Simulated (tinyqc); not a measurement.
Smoothing against break-up: capillary instabilities by surface diffusion: grooving and agglomeration of films, edge retraction, wire break-up and smoothing of roughness. Computed by tinyqc, a small Python program. Command: `OMP_NUM_THREADS=1 python tinyqc.py 3029199 3029200 out.jsonl dewet walk`. One thread of a shared host (Intel(R) Xeon(R) Processor @ 2.30GHz), about 0.01 s of CPU time with the checks.

Isotropic surface energy; shapes change by surface diffusion alone.

Inputs (values chosen for the exercise, of the order of those of a cobalt film):

| quantity | value | unit |
|---|---|---|
| surface energy gamma_s | 2.19 | J/m^2 |
| grain-boundary energy gamma_b | 0.72 | J/m^2 |
| atomic volume Omega | 11.1 | angstrom^3 |
| surface sites nu | 11 | 1/nm^2 |
| prefactor D0 | 0.00038 | m^2/s |
| activation energy Q | 1.53 | eV |
| temperature T | 944 | K |
| film thickness h | 34 | nm |
| grain radius R | 250 | nm |
| wire radius r | 6 | nm |
| initial ripple over radius | 0.01 | - |
| roughness wavelength lambda | 51 | nm |

Grooves: at the surface only.

Constants: k_B = 8.617333262e-05 eV/K; k_B = 1.380649e-23 J/K.

Method:
- Groove angle beta: sin(beta) = gamma_b/(2 gamma). For circular grains of radius R with spherical caps the groove ends (measured from the mean surface) at the depth R g(beta), g = (2 - 3 cos beta + cos^3 beta)/(3 sin^3 beta). The film parts if R g(beta_s) > h.
- B = D_s nu gamma_s Omega^2/(k_B T), D_s = D0 exp(-Q/(k_B T)).
- A wire with r + A cos(k z) has dA/dt = (B/r^4) (kr)^2 [1 - (kr)^2] A: unstable for wavelengths above 2 pi r, fastest at kr = 1/sqrt 2 with the rate B/(4 r^4); break-up time about (4 r^4/B) ln(r/A0); each wavelength makes a sphere of radius (3 r^2 lambda_m/4)^(1/3).
- Roughness of wavelength lambda on a flat face decays as exp[-B (2 pi/lambda)^4 t]; the smoothing time is that for a factor e^3.

beta_s = 9.46143 degrees

Times (s); the last column is (h/(0.780 tan beta_s))^4/B:

| T (K) | B (nm^4/s) | smoothing | wire break-up | groove to depth h |
|---|---|---|---|---|
| 802 | 2.4744e+04 | 5.2628e-01 | 9.6481e-01 | 1.8916e+05 |
| 850 | 8.1501e+04 | 1.5978e-01 | 2.9292e-01 | 5.7431e+04 |
| 897 | 2.3073e+05 | 5.6438e-02 | 1.0347e-01 | 2.0286e+04 |
| 944 | 5.8739e+05 | 2.2170e-02 | 4.0643e-02 | 7.9686e+03 |
| 991 | 1.3653e+06 | 9.5381e-03 | 1.7486e-02 | 3.4284e+03 |
| 1038 | 2.9337e+06 | 4.4389e-03 | 8.1377e-03 | 1.5955e+03 |
| 1133 | 1.1278e+07 | 1.1546e-03 | 2.1167e-03 | 4.1501e+02 |

What does the comparison show, and why?

All times share 1/B, so their ratios do not depend on T: break-up over smoothing is 1.8. On a flat face this roughness is smoothed before the wire breaks, but by less than a factor 10. Smoothing is safe for lambda well below 2 pi r, above which a ripple along the wire grows instead. B spans 2.7 decades over these rows.
